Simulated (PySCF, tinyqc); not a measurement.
Inside a calculation. Method: MP2 on RHF in the sto-6g basis, for H4, spin multiplicity 1. The lowest restricted solution is unstable here: a spin-polarised one lies 0.1208 hartree lower (PySCF). One step of it, computed by the program tinyqc.

Question. Second-order Moller-Plesset energy. E2 = sum_ijab (ia|jb) [2 (ia|jb) - (ib|ja)] / (e_i + e_j - e_a - e_b) over occupied i, j and virtual a, b; the opposite-spin part is (ia|jb)^2 / denominator, the rest is same-spin, and SCS-MP2 scales them by 6/5 and 1/3.

orbital energies (hartree): [-0.580886, -0.222548, 0.177769, 0.577109]

Two-electron integrals over orbitals (pq|rs), unique and non-zero (hartree):
```
(11|11) 0.482211   (21|21) 0.138235   (22|11) 0.473042   (22|22) 0.481703
(31|31) 0.132771   (32|32) 0.086909   (33|11) 0.471948   (33|22) 0.466828
(33|33) 0.480308   (41|32) 0.085002   (41|41) 0.083179   (42|31) 0.134625
(42|42) 0.147605   (43|21) 0.139602   (43|43) 0.153192   (44|11) 0.475692
(44|22) 0.484391   (44|33) 0.484349   (44|44) 0.502246
```

Hartree-Fock energy = -1.82967035 hartree

Give: Terms; Pair energies; MP2 correlation energy; SCS-MP2 correlation energy; MP2 total energy.

Answer.

Terms:
```
i  j  a  b  (ia|jb)  (ib|ja)  denominator     term
2  1  4  3   0.1346   0.0850      -1.5583  -0.0159
1  2  3  4   0.1346   0.0850      -1.5583  -0.0159
2  2  4  4   0.1476   0.1476      -1.5993  -0.0136
1  1  3  3   0.1328   0.1328      -1.5173  -0.0116
2  2  3  3   0.0869   0.0869      -0.8006  -0.0094
1  1  4  4   0.0832   0.0832      -2.3160  -0.0030
1  2  4  3   0.0850   0.1346      -1.5583  -0.0019
2  1  3  4   0.0850   0.1346      -1.5583  -0.0019
```

Pair energies (hartree; pair i-j sums ij and ji):
```
pair  opposite spin  same spin
1-1         -0.0146     0.0000
2-1         -0.0325    -0.0032
2-2         -0.0231     0.0000
```

MP2 correlation energy = -0.073357 hartree

SCS-MP2 correlation energy = -0.085290 hartree

MP2 total energy = -1.903027 hartree
